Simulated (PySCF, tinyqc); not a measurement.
Worked calculation: MP2 on RHF in the sto-3g basis, for H4, spin multiplicity 1. The lowest restricted solution is unstable here: a spin-polarised one lies 0.0024 hartree lower (PySCF). One step of it, computed by the program tinyqc.

Question. Iteration 9 (converged): orbitals. Diagonalise F' = X^T F X, C = X C', fill 2 alpha and 2 beta electrons from the bottom; D = 2 C_occ C_occ^T. Each column has its largest component positive (the first on a tie).

converged F (hartree), lower triangle:
```
           1H 1s      2H 1s      3H 1s      4H 1s
1H 1s  -0.201258
2H 1s  -0.414209  -0.232748
3H 1s  -0.061408  -0.212034  -0.232748
4H 1s   0.008840  -0.061408  -0.414209  -0.201258
```

X, lower triangle:
```
           1H 1s      2H 1s      3H 1s     4H 1s
1H 1s   1.072908
2H 1s  -0.236000   1.108037
3H 1s   0.029470  -0.165458   1.108037
4H 1s  -0.005515   0.029470  -0.236000  1.072908
```

Give: F' = X^T F X; orbital energies; coefficients C; D after iteration 9.

Answer.

F' = X^T F X (hartree), lower triangle:
```
        1       2       3       4
1  -0.036
2  -0.406  -0.014
3   0.036  -0.204  -0.014
4   0.008   0.036  -0.406  -0.036
```

orbital energies (hartree): MO1 -0.505, MO2 -0.384, MO3 0.258, MO4 0.531

coefficients C:
```
         MO1     MO2     MO3     MO4
1H 1s  0.347   0.490   0.686  -0.614
2H 1s  0.437   0.401  -0.524   0.828
3H 1s  0.437  -0.401  -0.524  -0.828
4H 1s  0.347  -0.490   0.686   0.614
```

D after iteration 9, lower triangle:
```
        1H 1s   2H 1s  3H 1s  4H 1s
1H 1s   0.721
2H 1s   0.696   0.703
3H 1s  -0.089   0.061  0.703
4H 1s  -0.238  -0.089  0.696  0.721
```
